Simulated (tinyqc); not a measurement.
The three schemes as the step is halved: finite-difference solution of the diffusion equation on a small grid. Computed by tinyqc, a small Python program. Command: `OMP_NUM_THREADS=1 python tinyqc.py 3013536 3013537 out.jsonl fdiff walk`. One thread of a shared host (Intel(R) Xeon(R) Processor @ 2.30GHz), about 0.01 s of CPU time with the checks.

dC/dt = D d2C/dx2 on nodes x_j = j dx, j = 0..11; the far end is sealed.

Inputs (values chosen for the exercise): diffusivity D = 0.094 nm^2/s; grid spacing dx = 25 nm; time step dt = 1200 s; final time t_f = 36000 s; surface value C_s = 85 % of a reference.

Boundary at x = 0: fixed surface value. Scheme: explicit.

start values C_j, j = 0, 1, ... (% of a reference): [0, 0, 0, 0, 0, 0, 0, 0, 0, 0, 0, 0]

Method:
- The operator M acts as (M C)_j = C_(j-1) - 2 C_j + C_(j+1); at the sealed far end a mirror node gives 2 C_(N-2) - 2 C_(N-1); at j = 0, C_0 is held at C_s from the start (row of zeros).
- r = D dt/dx^2.
- The mode of M with eigenvalue mu has its amplitude multiplied per step by g = (1 + (1 - theta) r mu)/(1 - theta r mu), with theta = 0 explicit, 1 implicit, 1/2 Crank-Nicolson; the explicit scheme is stable for r up to 2/|mu_min|.
- With r = D dt/dx^2: (1 - theta r M) C(new) = (1 + (1 - theta) r M) C(old); theta = 0 explicit, 1 implicit, 1/2 Crank-Nicolson.
- Each run reaches t_f in n equal steps; errors are the largest difference from exp(M D t_f/dx^2) C(0). A dash marks unstable explicit runs.

largest stable r of the explicit scheme = 0.502558

Largest error at t_f (%):
```
steps n        r  explicit  implicit  Crank-Nicolson
4        1.35360         -    2.8479      4.5515e-01
8        0.67680         -    1.4259      6.2741e-02
16       0.33840   0.69603    0.7097      1.5758e-02
32       0.16920   0.35008    0.3535      3.9439e-03
64       0.08460   0.17551    0.1764      9.8624e-04
128      0.04230   0.08787    0.0881      2.4658e-04
256      0.02115   0.04396    0.0440      6.1645e-05
```

What does the comparison show, and why?

From the last two rows, halving the step divides the error by 2.00 (explicit), 2.00 (implicit), 4.00 (Crank-Nicolson): a factor 2 marks first order in dt and 4 second order. The explicit scheme needs n of at least 11 to be stable; the other two are stable at any step.

Extremes, crossings and ranges named in words are read from the listed rows.
